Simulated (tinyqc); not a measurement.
Worked calculation: coupled-perturbed Hartree-Fock on RHF in the 6-31g basis, for H3-, spin multiplicity 1. The basis has no diffuse functions, so it cannot describe the extra electron: this is an exercise in the method, not the real anion. Computed by tinyqc, a small Python program that keeps every step (integrals from PySCF). Settings: charge = -1, multiplicity = 1, basis = 6-31g, method = RHF, energy threshold = 1e-10, iteration cap = 74, orthogonalisation = symmetric, start = atomic densities, DIIS depth = 6. Command: `OMP_NUM_THREADS=1 python tinyqc.py 26474 26475 out.jsonl` (the two numbers bound the seeds that draw the settings). One thread of a shared host (Intel(R) Xeon(R) Processor @ 2.60GHz), about 0.1 s of CPU time with the checks. The early iterations of the SCF are left out here.

## One-electron integrals

Geometry (angstrom):

| atom | x | y | z |
|---|---|---|---|
| H | 0.00000 | 0.00000 | 0.00000 |
| H | 0.00000 | 0.00000 | 0.76100 |
| H | 0.00000 | 0.75100 | -0.12300 |

Basis 6-31g: exponents (1/bohr^2) and contraction coefficients of normalised primitives:

| element | l (shell) | exponent | coefficient |
|---|---|---|---|
| H | s (1) | 18.73114 | 0.03349 |
| H | s (1) | 2.82539 | 0.23473 |
| H | s (1) | 0.64012 | 0.81376 |
| H | s (2) | 0.16128 | 1.00000 |

Overlap, kinetic and nuclear-attraction integrals over the contracted functions; the nuclear repulsion is the sum of Za Zb / Rab.

nuclear repulsion = 1.8469478 hartree

overlap S:
```
         1H 1s    1H 2s    2H 1s    2H 2s    3H 1s    3H 2s
1H 1s  1.00000  0.65829  0.43663  0.50159  0.43663  0.50159
1H 2s  0.65829  1.00000  0.50159  0.84640  0.50159  0.84639
2H 1s  0.43663  0.50159  1.00000  0.65829  0.16421  0.35016
2H 2s  0.50159  0.84640  0.65829  1.00000  0.35016  0.67879
3H 1s  0.43663  0.50159  0.16421  0.35016  1.00000  0.65829
3H 2s  0.50159  0.84639  0.35016  0.67879  0.65829  1.00000
```

kinetic energy T (hartree):
```
         1H 1s    1H 2s     2H 1s    2H 2s     3H 1s    3H 2s
1H 1s  1.39568  0.25974   0.21025  0.16179   0.21025  0.16179
1H 2s  0.25974  0.24192   0.16179  0.18199   0.16179  0.18199
2H 1s  0.21025  0.16179   1.39568  0.25974  -0.02784  0.07973
2H 2s  0.16179  0.18199   0.25974  0.24192   0.07973  0.12179
3H 1s  0.21025  0.16179  -0.02784  0.07973   1.39568  0.25974
3H 2s  0.16179  0.18199   0.07973  0.12179   0.25974  0.24192
```

nuclear attraction V (hartree):
```
          1H 1s     1H 2s     2H 1s     2H 2s     3H 1s     3H 2s
1H 1s  -3.02422  -1.60198  -1.24123  -1.24157  -1.24121  -1.24157
1H 2s  -1.60198  -1.68659  -1.17342  -1.43860  -1.17341  -1.43860
2H 1s  -1.24123  -1.17342  -2.79480  -1.47100  -0.44246  -0.82731
2H 2s  -1.24157  -1.43860  -1.47100  -1.58421  -0.82731  -1.16723
3H 1s  -1.24121  -1.17341  -0.44246  -0.82731  -2.79480  -1.47099
3H 2s  -1.24157  -1.43860  -0.82731  -1.16723  -1.47099  -1.58420
```

core Hamiltonian H = T + V (hartree):
```
          1H 1s     1H 2s     2H 1s     2H 2s     3H 1s     3H 2s
1H 1s  -1.62854  -1.34225  -1.03097  -1.07978  -1.03096  -1.07978
1H 2s  -1.34225  -1.44467  -1.01162  -1.25661  -1.01162  -1.25661
2H 1s  -1.03097  -1.01162  -1.39912  -1.21126  -0.47030  -0.74758
2H 2s  -1.07978  -1.25661  -1.21126  -1.34229  -0.74758  -1.04543
3H 1s  -1.03096  -1.01162  -0.47030  -0.74758  -1.39912  -1.21126
3H 2s  -1.07978  -1.25661  -0.74758  -1.04543  -1.21126  -1.34229
```

## Two-electron integrals

Functions are numbered as in S; the eight-fold symmetry (ij|kl) = (ji|kl) = (kl|ij) leaves the list below.

Two-electron integrals (ij|kl) in chemists' order, unique and non-zero (hartree):
```
(11|11) 1.07657   (21|11) 0.57847   (21|21) 0.32942   (22|11) 0.58740
(22|21) 0.36130   (22|22) 0.45315   (31|11) 0.38845   (31|21) 0.22136
(31|22) 0.24193   (31|31) 0.18363   (32|11) 0.33744   (32|21) 0.20486
(32|22) 0.24761   (32|31) 0.17703   (32|32) 0.19028   (33|11) 0.64907
(33|21) 0.40121   (33|22) 0.49366   (33|31) 0.38845   (33|32) 0.43392
(33|33) 1.07657   (41|11) 0.43392   (41|21) 0.24800   (41|22) 0.27356
(41|31) 0.17703   (41|32) 0.16721   (41|33) 0.33744   (41|41) 0.19028
(42|11) 0.47482   (42|21) 0.29373   (42|22) 0.37315   (42|31) 0.21400
(42|32) 0.22892   (42|33) 0.47482   (42|41) 0.22892   (42|42) 0.32463
(43|11) 0.40121   (43|21) 0.24799   (43|22) 0.30994   (43|31) 0.22136
(43|32) 0.24800   (43|33) 0.57847   (43|41) 0.20486   (43|42) 0.29373
(43|43) 0.32942   (44|11) 0.49366   (44|21) 0.30994   (44|22) 0.40744
(44|31) 0.24193   (44|32) 0.27356   (44|33) 0.58740   (44|41) 0.24761
(44|42) 0.37315   (44|43) 0.36130   (44|44) 0.45315   (51|11) 0.38845
(51|21) 0.22136   (51|22) 0.24192   (51|31) 0.14215   (51|32) 0.12976
(51|33) 0.24611   (51|41) 0.16483   (51|42) 0.19348   (51|43) 0.15536
(51|44) 0.20056   (51|51) 0.18363   (52|11) 0.33744   (52|21) 0.20486
(52|22) 0.24761   (52|31) 0.12976   (52|32) 0.12685   (52|33) 0.24215
(52|41) 0.15275   (52|42) 0.19825   (52|43) 0.15470   (52|44) 0.20820
(52|51) 0.17703   (52|52) 0.19028   (53|11) 0.13045   (53|21) 0.07683
(53|22) 0.08766   (53|31) 0.06000   (53|32) 0.05916   (53|33) 0.12461
(53|41) 0.06077   (53|42) 0.07643   (53|43) 0.07375   (53|44) 0.08552
(53|51) 0.06000   (53|52) 0.05916   (53|53) 0.02472   (54|11) 0.23640
(54|21) 0.14341   (54|22) 0.17311   (54|31) 0.09553   (54|32) 0.09467
(54|33) 0.18433   (54|41) 0.10871   (54|42) 0.14229   (54|43) 0.11643
(54|44) 0.15264   (54|51) 0.12259   (54|52) 0.13115   (54|53) 0.04346
(54|54) 0.09216   (55|11) 0.64906   (55|21) 0.40121   (55|22) 0.49366
(55|31) 0.24611   (55|32) 0.24215   (55|33) 0.45309   (55|41) 0.29760
(55|42) 0.39189   (55|43) 0.29400   (55|44) 0.40733   (55|51) 0.38845
(55|52) 0.43392   (55|53) 0.12461   (55|54) 0.29676   (55|55) 1.07657
(61|11) 0.43392   (61|21) 0.24800   (61|22) 0.27356   (61|31) 0.16483
(61|32) 0.15275   (61|33) 0.29760   (61|41) 0.18617   (61|42) 0.22144
(61|43) 0.18475   (61|44) 0.23294   (61|51) 0.17703   (61|52) 0.16720
(61|53) 0.06077   (61|54) 0.11670   (61|55) 0.33744   (61|61) 0.19028
(62|11) 0.47482   (62|21) 0.29373   (62|22) 0.37314   (62|31) 0.19348
(62|32) 0.19825   (62|33) 0.39189   (62|41) 0.22144   (62|42) 0.30483
(62|43) 0.24771   (62|44) 0.33098   (62|51) 0.21399   (62|52) 0.22892
(62|53) 0.07643   (62|54) 0.15926   (62|55) 0.47482   (62|61) 0.22892
(62|62) 0.32463   (63|11) 0.23641   (63|21) 0.14341   (63|22) 0.17311
(63|31) 0.12259   (63|32) 0.13115   (63|33) 0.29676   (63|41) 0.11670
(63|42) 0.15926   (63|43) 0.17041   (63|44) 0.18938   (63|51) 0.09553
(63|52) 0.09467   (63|53) 0.04346   (63|54) 0.07078   (63|55) 0.18433
(63|61) 0.10871   (63|62) 0.14229   (63|63) 0.09216   (64|11) 0.36948
(64|21) 0.22940   (64|22) 0.29384   (64|31) 0.16409   (64|32) 0.17504
(64|33) 0.35925   (64|41) 0.17788   (64|42) 0.25329   (64|43) 0.22379
(64|44) 0.28883   (64|51) 0.16409   (64|52) 0.17504   (64|53) 0.06403
(64|54) 0.12531   (64|55) 0.35925   (64|61) 0.17788   (64|62) 0.25329
(64|63) 0.12531   (64|64) 0.20879   (65|11) 0.40121   (65|21) 0.24799
(65|22) 0.30994   (65|31) 0.15536   (65|32) 0.15470   (65|33) 0.29400
(65|41) 0.18475   (65|42) 0.24771   (65|43) 0.18942   (65|44) 0.26060
(65|51) 0.22136   (65|52) 0.24800   (65|53) 0.07375   (65|54) 0.17041
(65|55) 0.57847   (65|61) 0.20486   (65|62) 0.29373   (65|63) 0.11643
(65|64) 0.22379   (65|65) 0.32942   (66|11) 0.49366   (66|21) 0.30994
(66|22) 0.40743   (66|31) 0.20056   (66|32) 0.20820   (66|33) 0.40733
(66|41) 0.23294   (66|42) 0.33098   (66|43) 0.26060   (66|44) 0.35896
(66|51) 0.24192   (66|52) 0.27356   (66|53) 0.08552   (66|54) 0.18938
(66|55) 0.58740   (66|61) 0.24761   (66|62) 0.37314   (66|63) 0.15264
(66|64) 0.28883   (66|65) 0.36130   (66|66) 0.45315
```

## Orthogonalisation

S = U s U^T; symmetric (Loewdin) form X = U s^(-1/2) U^T, so that X^T S X = 1.

eigenvalues of S: 0.06836  0.17707  0.44265  0.56420  0.97993  3.76779

X:
```
          1H 1s     1H 2s     2H 1s     2H 2s     3H 1s     3H 2s
1H 1s   1.33158  -0.52901  -0.18566   0.07526  -0.18566   0.07526
1H 2s  -0.52901   2.66914   0.02735  -0.96019   0.02735  -0.96018
2H 1s  -0.18566   0.02735   1.29388  -0.49967   0.03840   0.02469
2H 2s   0.07526  -0.96019  -0.49967   1.98614   0.02469  -0.14501
3H 1s  -0.18566   0.02735   0.03840   0.02469   1.29388  -0.49967
3H 2s   0.07526  -0.96018   0.02469  -0.14501  -0.49967   1.98613
```

## Iteration 7 (converged): orbitals

converged F (hartree):
```
          1H 1s     1H 2s     2H 1s     2H 2s     3H 1s     3H 2s
1H 1s   0.16053  -0.39945  -0.39249  -0.39947  -0.39248  -0.39947
1H 2s  -0.39945  -0.15957  -0.33295  -0.18200  -0.33295  -0.18200
2H 1s  -0.39249  -0.33295   0.30054  -0.31264  -0.24388  -0.25570
2H 2s  -0.39947  -0.18200  -0.31264  -0.09684  -0.25570  -0.16186
3H 1s  -0.39248  -0.33295  -0.24388  -0.25570   0.30055  -0.31263
3H 2s  -0.39947  -0.18200  -0.25570  -0.16186  -0.31263  -0.09683
```

Diagonalise F' = X^T F X, C = X C', fill 2 alpha and 2 beta electrons from the bottom; D = 2 C_occ C_occ^T. Each column has its largest component positive (the first on a tie).

F' = X^T F X (hartree):
```
          1         2         3         4         5         6
1   0.96166  -0.55821  -0.47100  -0.07806  -0.47099  -0.07806
2  -0.55821   0.59861  -0.08003  -0.15565  -0.08003  -0.15565
3  -0.47100  -0.08003   0.96989  -0.62064   0.01891  -0.02157
4  -0.07806  -0.15565  -0.62064   0.51977  -0.02157  -0.05251
5  -0.47099  -0.08003   0.01891  -0.02157   0.96989  -0.62064
6  -0.07806  -0.15565  -0.02157  -0.05251  -0.62064   0.51977
```

orbital energies (hartree): MO1 -0.40739, MO2 0.13335, MO3 0.54114, MO4 1.02412, MO5 1.38991, MO6 1.85845

coefficients C:
```
           MO1       MO2       MO3       MO4       MO5       MO6
1H 1s  0.32404   0.00000   0.12412  -0.78186   0.00000  -1.18386
1H 2s  0.20296   0.00000   2.39735   1.11859   0.00000   1.48657
2H 1s  0.22603  -0.22560  -0.03484  -0.50614   0.93525   0.85267
2H 2s  0.15471  -0.99644  -1.35271   0.17753  -1.18973  -0.92199
3H 1s  0.22603   0.22560  -0.03484  -0.50613  -0.93526   0.85266
3H 2s  0.15471   0.99645  -1.35269   0.17752   1.18974  -0.92197
```

D after iteration 7:
```
         1H 1s    1H 2s     2H 1s     2H 2s     3H 1s     3H 2s
1H 1s  0.21001  0.13153   0.14649   0.10027   0.14648   0.10026
1H 2s  0.13153  0.08238   0.09175   0.06280   0.09175   0.06280
2H 1s  0.14649  0.09175   0.20396   0.51952   0.00039  -0.37965
2H 2s  0.10027  0.06280   0.51952   2.03365  -0.37965  -1.93792
3H 1s  0.14648  0.09175   0.00039  -0.37965   0.20396   0.51952
3H 2s  0.10026  0.06280  -0.37965  -1.93792   0.51952   2.03367
```

## Convergence

Stop when the energy changes by less than 1e-10 hartree and every element of the error matrix X^T (F D S - S D F) X is below 3e-06.

Course of the cycle:

| iteration | E (hartree) | change | largest element of the error matrix |
|---|---|---|---|
| 1 | -1.7231407 | - | 1.98e-01 |
| 2 | -1.3648647 | 3.58e-01 | 7.53e-02 |
| 3 | -1.3762566 | -1.14e-02 | 1.01e-02 |
| 4 | -1.3764384 | -1.82e-04 | 1.32e-03 |
| 5 | -1.3764419 | -3.45e-06 | 5.27e-05 |
| 6 | -1.3764419 | -3.91e-09 | 4.47e-06 |
| 7 | -1.3764419 | -3.63e-11 | 6.44e-07 |

PySCF RHF in the same basis = -1.3764419 hartree

Converged in 7 iterations.

## Integrals over molecular orbitals

(pq|rs) = sum C_ip C_jq C_kr C_ls (ij|kl), one index at a time.

one-electron integrals over orbitals h = C^T H C (hartree):
```
          1         2         3         4         5         6
1  -1.84838   0.00000  -0.05079   0.26760   0.00000   0.01010
2   0.00000  -1.10097   0.00000   0.00000   0.30343   0.00000
3  -0.05079   0.00000  -0.85757   0.04509   0.00000   0.26396
4   0.26760   0.00000   0.04509  -0.59925   0.00000  -0.04067
5   0.00000   0.30343   0.00000   0.00000  -0.40150   0.00000
6   0.01010   0.00000   0.26396  -0.04067   0.00000  -0.15999
```

Two-electron integrals over orbitals (pq|rs), unique and non-zero (hartree):
```
(11|11) 0.62808     (21|11) -1.06e-06   (21|21) 0.09628     (22|11) 0.45460
(22|21) 9.50e-07    (22|22) 0.42140     (31|11) 0.03882     (31|21) 1.25e-07
(31|22) -0.01422    (31|31) 0.05731     (32|11) 2.75e-07    (32|21) -0.04040
(32|22) -5.57e-07   (32|31) -1.54e-07   (32|32) 0.03989     (33|11) 0.40396
(33|21) -4.38e-07   (33|22) 0.34400     (33|31) 0.01951     (33|32) 2.97e-07
(33|33) 0.35669     (41|11) -0.14464    (41|21) 6.72e-07    (41|22) -0.06031
(41|31) -0.01633    (41|32) -5.38e-08   (41|33) -0.03501    (41|41) 0.08712
(42|11) 9.86e-07    (42|21) 0.00234     (42|22) 5.50e-07    (42|31) 1.22e-07
(42|32) -0.00852    (42|33) 1.80e-07    (42|41) -7.34e-07   (42|42) 0.02566
(43|11) -0.01728    (43|21) 1.95e-07    (43|22) -0.01769    (43|31) 0.02491
(43|32) -1.65e-07   (43|33) 0.00285     (43|41) 0.01866     (43|42) 1.05e-07
(43|43) 0.04155     (44|11) 0.49398     (44|21) -1.46e-06   (44|22) 0.37409
(44|31) 0.04269     (44|32) 4.99e-07    (44|33) 0.35914     (44|41) -0.08858
(44|42) 5.53e-07    (44|43) 0.00364     (44|44) 0.42908     (51|11) 1.69e-07
(51|21) -0.07148    (51|22) -9.52e-07   (51|31) -1.64e-07   (51|32) 0.02184
(51|33) 3.61e-08    (51|41) -4.40e-07   (51|42) 0.02564     (51|43) 4.79e-08
(51|44) 6.92e-07    (51|51) 0.08432     (52|11) -0.14336    (52|21) -5.16e-07
(52|22) -0.08818    (52|31) 0.00524     (52|32) 1.24e-07    (52|33) -0.04641
(52|41) 0.06429     (52|42) -9.84e-08   (52|43) 0.00371     (52|44) -0.08309
(52|51) 1.16e-06    (52|52) 0.09137     (53|11) -6.41e-08   (53|21) 0.00470
(53|22) -3.87e-08   (53|31) 1.51e-07    (53|32) 0.00719     (53|33) 1.14e-07
(53|41) 1.83e-07    (53|42) -0.00943    (53|43) 8.85e-08    (53|44) 6.42e-08
(53|51) -0.01486    (53|52) -2.42e-07   (53|53) 0.01257     (54|11) -9.30e-07
(54|21) 0.07784     (54|22) 5.26e-07    (54|31) 3.16e-07    (54|32) -0.03011
(54|33) -2.60e-07   (54|41) 7.11e-07    (54|42) -0.00250    (54|43) 2.32e-07
(54|44) -1.24e-06   (54|51) -0.06564    (54|52) -3.08e-07   (54|53) 0.00484
(54|54) 0.07399     (55|11) 0.53162     (55|21) 2.21e-06    (55|22) 0.45193
(55|31) -0.01588    (55|32) -9.78e-07   (55|33) 0.35464     (55|41) -0.11242
(55|42) 5.29e-07    (55|43) -0.01673    (55|44) 0.42020     (55|51) -2.65e-06
(55|52) -0.15238    (55|53) 1.96e-07    (55|54) 1.68e-06    (55|55) 0.55681
(61|11) -0.02797    (61|21) -4.54e-07   (61|22) 0.03784     (61|31) -0.05557
(61|32) 2.96e-07    (61|33) -0.01672    (61|41) 0.02289     (61|42) 1.51e-07
(61|43) 0.00756     (61|44) -0.03447    (61|51) 5.86e-07    (61|52) -0.03623
(61|53) -1.22e-07   (61|54) -7.63e-07   (61|55) 0.06673     (61|61) 0.10852
(62|11) -6.19e-07   (62|21) 0.05781     (62|22) 4.36e-07    (62|31) 3.17e-07
(62|32) -0.02134    (62|33) -1.67e-07   (62|41) 4.92e-07    (62|42) -0.01300
(62|43) 2.92e-08    (62|44) -7.17e-07   (62|51) -0.05973    (62|52) -4.80e-07
(62|53) 0.01451     (62|54) 0.04984     (62|55) 1.37e-06    (62|61) -7.95e-07
(62|62) 0.05321     (63|11) -0.11603    (63|21) 3.57e-07    (63|22) -0.05440
(63|31) -0.02524    (63|32) -4.71e-08   (63|33) -0.04208    (63|41) 0.05133
(63|42) -3.58e-07   (63|43) 0.00367     (63|44) -0.07548    (63|51) -8.64e-08
(63|52) 0.04205     (63|53) 5.75e-08    (63|54) 2.54e-07    (63|55) -0.07760
(63|61) 0.02646     (63|62) 2.04e-07    (63|63) 0.04860     (64|11) 0.04389
(64|21) 6.12e-07    (64|22) -0.01861    (64|31) 0.05189     (64|32) -3.75e-07
(64|33) 0.01922     (64|41) -0.02840    (64|42) -5.69e-08   (64|43) 0.00441
(64|44) 0.04768     (64|51) -7.51e-07   (64|52) 0.01868     (64|53) 1.56e-07
(64|54) 9.15e-07    (64|55) -0.03925    (64|61) -0.08662    (64|62) 8.38e-07
(64|63) -0.02973    (64|64) 0.08229     (65|11) 1.16e-06    (65|21) -0.09647
(65|22) -1.02e-06   (65|31) -1.08e-07   (65|32) 0.04608     (65|33) 4.49e-07
(65|41) -9.02e-07   (65|42) 0.01676     (65|43) -7.15e-08   (65|44) 1.58e-06
(65|51) 0.09559     (65|52) 9.04e-07    (65|53) -0.01216    (65|54) -0.08934
(65|55) -2.86e-06   (65|61) 6.38e-07    (65|62) -0.07771    (65|63) -4.27e-07
(65|64) -8.60e-07   (65|65) 0.13414     (66|11) 0.63489     (66|21) -1.63e-06
(66|22) 0.45520     (66|31) 0.04797     (66|32) 5.14e-07    (66|33) 0.40693
(66|41) -0.16786    (66|42) 1.23e-06    (66|43) -0.02487    (66|44) 0.50535
(66|51) 6.94e-07    (66|52) -0.15508    (66|53) -1.77e-07   (66|54) -1.47e-06
(66|55) 0.54880     (66|61) -0.04769    (66|62) -1.06e-06   (66|63) -0.13487
(66|64) 0.06331     (66|65) 2.04e-06    (66|66) 0.69859
```

## Response to a field: uncoupled start

dipole integrals <a|z|i> (bohr):
```
          i1        i2
a3  -0.54281   0.65043
a4  -0.06755  -0.56908
a5   0.07048  -0.00001
a6   0.10983  -0.09956
```

Field along z; U_ai = -mu_ai / (e_a - e_i), alpha = -4 sum U_ai mu_ai.

uncoupled U:
```
          i1        i2
a3   0.57226  -1.59501
a4   0.04719   0.63885
a5  -0.03921   0.00000
a6  -0.04847   0.05772
```

uncoupled polarisability = 6.91463 bohr^3

## Coupled step 1

U_ai = -(mu_ai + sum_bj [4 (ai|bj) - (ab|ij) - (aj|bi)] U_bj) / (e_a - e_i); alpha = -4 sum U_ai mu_ai.

U after step 1:
```
          i1        i2
a3   0.71124  -2.45130
a4   0.06837   0.83742
a5   0.04090  -0.00279
a6  -0.04281   0.06385
```

polarisability = 9.87931 bohr^3

## Coupled step 2

As before.

U after step 2:
```
          i1        i2
a3   0.74623  -2.93359
a4   0.07510   0.89979
a5   0.09495  -0.00521
a6  -0.03914   0.06741
```

polarisability = 11.33841 bohr^3

## Coupled polarisability

Repeat until U stops changing; compare with -d2E/dF2.

Course of the coupled iterations:

| step | alpha (bohr^3) |
|---|---|
| 0 | 6.91463 |
| 1 | 9.87931 |
| 2 | 11.33841 |
| 3 | 12.10693 |
| 4 | 12.52634 |
| 5 | 12.75966 |
| 6 | 12.89084 |
| 7 | 12.96502 |
| 8 | 13.00712 |
| 9 | 13.03105 |
| 10 | 13.04466 |
| 11 | 13.05242 |
| ... | ... |
| 23 | 13.06268 |
| 24 | 13.06268 |
| 25 | 13.06269 |
| 26 | 13.06269 |
| 27 | 13.06269 |
| 28 | 13.06269 |
| 29 | 13.06269 |
| 30 | 13.06269 |
| 31 | 13.06269 |
| 32 | 13.06269 |
| 33 | 13.06269 |
| 34 | 13.06269 |

coupled polarisability = 13.06269 bohr^3

finite-field check, fields of +/-0.001 au = 13.06259 bohr^3
